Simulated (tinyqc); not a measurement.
# Metal-interlayer-semiconductor contact, depinning against tunnelling resistance: contact resistivity against the decay constant of gap states through the interlayer

Zero bias, n-type semiconductor. Gap states at the semiconductor surface thin out as exp(-be ti), which unpins the barrier; electrons must then cross the interlayer (a rectangular barrier, no voltage drop across it) and the parabolic depleted layer, both by WKB. Energies E are counted from the Fermi level; no image force, parabolic bands.

S = 1/(1 + (1/S0 - 1) exp(-be ti)); phiB = S (phiM - chi) + (1 - S)(Eg - E0); xi = Ec - EF deep inside, from Nd = Nc F(-xi/Vt), F(x) = (2/sqrt(pi)) int_0^infinity sqrt(u) du/(1 + exp(u - x)); band bending U = phiB - xi; E00 = (hbar/2) sqrt(Nd/(eps0 eps_r mt m0)) in volts; A = 4 pi q mA m0 kB^2/h^3. With U = phiB - xi: for xi < E < phiB, y = (E - xi)/U and G1 = (U/E00) [sqrt(1 - y) - y ln((1 + sqrt(1 - y))/sqrt(y))], G1 = 0 above phiB; G2 = 2 ti sqrt(mi max(phiB + dE - E, 0)/C), C = hbar^2/(2 m0); f = 1/(1 + exp(E/Vt)); 1/rho_c = (A T^2/Vt^2) times the integral of exp(-G1 - G2) f over E from xi upwards. Shares under 0.001 % are printed as 0; rows without band bending are left out.

Values chosen for this exercise; semiconductor values close to those of In0.53Ga0.47As; interlayer mass of the order of that in aluminium oxide, offset chosen freely:
```
symbol    value   unit                                                           meaning
T           400      K                                                       temperature
Eg        0.713     eV                                                          band gap
eps_r      13.7                                                    relative permittivity
chi        4.56     eV                                                 electron affinity
Nc      3.23e17  cm^-3                            conduction-band density of states at T
mt       0.0413     m0                              tunnelling mass in the semiconductor
mA       0.0398     m0                                                   Richardson mass
Nd       2.2e19  cm^-3                                                     donor density
E0          0.5     eV                    charge-neutrality level above the valence band
S0         0.15                                        pinning factor without interlayer
phiM        4.8     eV                                               metal work function
ti          0.3     nm                                              interlayer thickness
dE         2.43     eV  conduction-band offset of the interlayer above the semiconductor
mi         0.36     m0                                 tunnelling mass in the interlayer
```

Constants: q = 1.602176634e-19 C, kB = 1.380649e-23 J/K, eps0 = 8.8541878128e-12 F/m, hbar = 1.054571817e-34 J s, h = 6.62607015e-34 J s, m0 = 9.1093837015e-31 kg, Vt = kB T/q, hbar^2/(2 m0) = 0.0380998212 eV nm^2. Results are converted to the units shown.

The same in every row: E00/Vt = 3.36.

Contact resistivity against the decay constant of gap states through the interlayer:

| be (1/nm) | S | phiB (eV) | rho_c (ohm cm^2) | rho_c with G2 = 0 (ohm cm^2) | peak of the integrand (eV) | share above phiB (%) |
|---|---|---|---|---|---|---|
| 1 | 0.192 | 0.218 | 3.79e-7 | 1.77e-8 | -0.0479 | 0.0862 |
| 2 | 0.243 | 0.220 | 3.82e-7 | 1.79e-8 | -0.0478 | 0.0835 |
| 3 | 0.303 | 0.221 | 3.85e-7 | 1.80e-8 | -0.0478 | 0.0804 |
| 4 | 0.369 | 0.223 | 3.89e-7 | 1.82e-8 | -0.0476 | 0.0771 |
| 5 | 0.442 | 0.225 | 3.93e-7 | 1.84e-8 | -0.0475 | 0.0737 |
| 6 | 0.516 | 0.227 | 3.98e-7 | 1.86e-8 | -0.0474 | 0.0703 |
| 7 | 0.590 | 0.229 | 4.02e-7 | 1.87e-8 | -0.0473 | 0.0671 |
| 8 | 0.660 | 0.231 | 4.07e-7 | 1.89e-8 | -0.0472 | 0.0642 |

What does the table show?

As be goes from 1 to 8, phiB rises from 0.218 to 0.231 eV and rho_c rises from 3.79e-7 to 4.07e-7 ohm cm^2. The ratio of rho_c to its value with G2 = 0 runs from 21.3 to 21.5.

Computed by the program tinyqc: `OMP_NUM_THREADS=1 python tinyqc.py 2270043 2270044 out.jsonl`, one thread of a shared Intel Xeon 2.30GHz, about 0.02 s for the whole run.
